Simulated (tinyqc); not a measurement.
Inside a calculation. Method: plane-wave Kohn-Sham cycle with exchange-only LDA in a layered model solid. Computed by tinyqc, a small Python program that keeps every step. Settings: points = 16, plane-wave index or count = 3, electrons = 4, k points = 1, area = 34.0, mixing = 0.3, iteration cap = 55. Command: `OMP_NUM_THREADS=1 python tinyqc.py 21403 21404 out.jsonl` (the two numbers bound the seeds that draw the settings). One thread of a shared host (Intel(R) Xeon(R) Processor @ 2.60GHz), about 0.01 s of CPU time with the checks.

A solid whose potential varies along x alone (atomic units):
```
parameter                      value
period a                   12.100000
cross-section of the cell  34.000000
electrons per cell                 4
grid points                       16
plane waves -n..n, n               3
k points                           1
V1 in V1 cos(2 pi x/a)     -0.650000
V2 in V2 cos(4 pi x/a)     -0.220000
```

Stop when sqrt(dV sum R^2) is below 1e-8, dV = a A/N.

Course of the cycle:
```
iteration  E (hartree)  norm of the residual
1          -1.82437851              2.17e-01
2          -1.41133360              1.40e-01
3          -1.23705458              8.68e-02
4          -1.17021803              5.19e-02
5          -1.14689972              3.07e-02
6          -1.13948705              1.85e-02
7          -1.13737770              1.17e-02
8          -1.14540355              1.73e-01
9          -1.18981492              6.96e-02
10         -1.15364586              4.39e-02
11         -1.14147060              2.82e-02
...                ...                   ...
45         -1.15471268              4.67e-02
46         -1.14178355              3.04e-02
47         -1.13783097              2.03e-02
48         -1.14449664              1.68e-01
49         -1.19278282              7.30e-02
50         -1.15471268              4.67e-02
51         -1.14178355              3.04e-02
52         -1.13783097              2.03e-02
53         -1.14449664              1.68e-01
54         -1.19278283              7.30e-02
55         -1.15471268              4.67e-02
```

Can the last value be used, and what does the course show?

Not by the stop rule. Not converged within 55 iterations: the residual wanders without falling. Reruns (cap 100 unless said): mixing 0.1: not converged; mixing 0.5, Kerker q0 1.0: not converged; mixing 0.3, Pulay depth 5: converged in 21 (E = -1.13706); the original settings with a cap of 400: not converged.
